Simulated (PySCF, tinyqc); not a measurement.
Coupled-perturbed Hartree-Fock on RHF in the sto-3g basis, for BeH+, spin multiplicity 1, step by step. The lowest restricted solution is unstable here: a spin-polarised one lies 0.0193 hartree lower (PySCF). One step of it, computed by the program tinyqc.

Task: Response to a field: uncoupled start. Field along y; U_ai = -mu_ai / (e_a - e_i), alpha = -4 sum U_ai mu_ai.

orbital energies (hartree): MO1 -4.978520, MO2 -0.623719, MO3 -0.249495, MO4 -0.116615, MO5 -0.116615, MO6 0.051570

dipole integrals <a|y|i> (bohr):
```
          i1        i2
a3  0.000000  0.000000
a4  0.035944  0.229828
a5  0.142061  0.908345
a6  0.000000  0.000000
```

Give: uncoupled U; uncoupled polarisability.

Result:

uncoupled U:
```
        i1      i2
a3   0.000   0.000
a4  -0.007  -0.453
a5  -0.029  -1.791
a6   0.000   0.000
```

uncoupled polarisability = 6.943 bohr^3
